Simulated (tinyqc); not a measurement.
Quasiparticle equation with a plasmon-pole self-energy for two band edges, step by step. Values are carried at full precision from step to step, so a last printed digit may differ when a step is redone from the rounded ones.

For each edge E = e + X + Sc(E), with the correlation part Sc(E) = A[0]/(E - a + w) + A[1]/(E - b - w); a and b are the valence and conduction energies that enter the Green function (a = ev, b = ec in the one-shot scheme). Z = 1/(1 - dSc/dE), dSc/dE = -A[0]/(E - a + w)^2 - A[1]/(E - b - w)^2.

Inputs chosen for the exercise (scales of the order of those of AlN; the results hold for these values, not for the real material): ev = 0 eV (mean-field valence top); ec = 4.15 eV (mean-field conduction edge); w = 18.4 eV (pole energy); Av = (48.4, 23.9) eV^2 (weights of the valence state on the hole and electron poles); Ac = (21.9, 39.3) eV^2 (the same for the conduction state); Xv = -3.18 eV (exchange minus the mean-field potential, valence); Xc = 2.07 eV (the same, conduction).

## Linearised one-shot correction

Evaluate Sc and its slope at the mean-field energy; E = e + Z (X + Sc).

Terms:
```
edge        Sc (eV)   dSc/dE       Z  X + Sc (eV)   E (eV)
valence      1.5706  -0.1900  0.8404      -1.6094  -1.3525
conduction  -1.1647  -0.1591  0.8627       0.9053   4.9310
```

gap = 6.2835 eV
gap with Z = 1 = 6.6647 eV

The gap opens by 2.134 eV, 63 % of it by lowering the valence top. Setting Z = 1 would overshoot by 0.381 eV.

## Solving the equation for the conduction edge

Newton steps on f(E) = E - ec - Xc - Sc(E) from E = ec; the first step is the linearised result.

Iterates:
```
step   E (eV)   Sc (eV)     f (eV)
0     4.15000  -1.16469  -0.905306
1     4.93101  -1.29188   0.002893
2     4.92853  -1.29147   0.000000
3     4.92853  -1.29147   0.000000
```

The linearisation errs by +2.5 meV, as the shift is only 0.042 of the pole energy.

## All solutions for the valence state

Multiplying out gives a cubic; give its three roots and their weights Z.

roots (eV): [-21.174, -1.343, 23.487]

weights: [0.1369, 0.8277, 0.0354]

The weights add up to 1. The satellite below lies 19.83 eV from the main peak, 8 % more than w: this scheme places plasmon satellites too far out, and gives one where a cumulant form gives a series.

## Updating the energies in the Green function

Solve both equations exactly, put the results in place of a and b, and repeat five times; w is kept.

Cycles (eV):
```
cycle       Ev      Ec     gap
1      -1.3428  4.9285  6.2713
2      -1.4911  4.9661  6.4572
3      -1.5080  4.9653  6.4733
4      -1.5101  4.9647  6.4747
5      -1.5103  4.9646  6.4749
```

The update moves the gap by +204 meV from the one-shot value; each cycle shrinks the change to about 0.09 of the one before.

## Checks

- Sum of the weights of the three roots: both 1.000000.
- Newton result against the root by bisection (eV): both 4.92853.

(tinyqc, `OMP_NUM_THREADS=1 python tinyqc.py 1851109 1851110 out.jsonl`, Intel(R) Xeon(R) Processor @ 2.30GHz, 1 thread, shared host, about 0.02 s.)
